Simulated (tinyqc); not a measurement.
Regular and subregular solution with a miscibility gap: one step, computed by the program tinyqc.

Per mole of mixing sites: G(x) = x (1 - x) [L0 + L1 (1 - 2x)] + R T [x ln x + (1 - x) ln(1 - x)], x the fraction of B.

Task: Lever rule at x0. Inside the gap the B-rich phase has the fraction f = (x0 - x1)/(x2 - x1), and the gain is (1 - f) G(x1) + f G(x2) - G(x0); outside it one phase remains.

Inputs (values chosen for the exercise, for a model alloy): asymmetry L1 = 0 kJ/mol; temperature T = 230 K; overall fraction x0 = 0.32.

solubility limit x1 = 0.01135650

solubility limit x2 = 0.9886435

L0 = 8.74 kJ/mol

Constants: R = 8.314462618 J/(mol K).

Give: fraction f of the B-rich phase; free energy of decomposition.

Result:

fraction f of the B-rich phase = 0.31582

free energy of decomposition = -723.76 J/mol
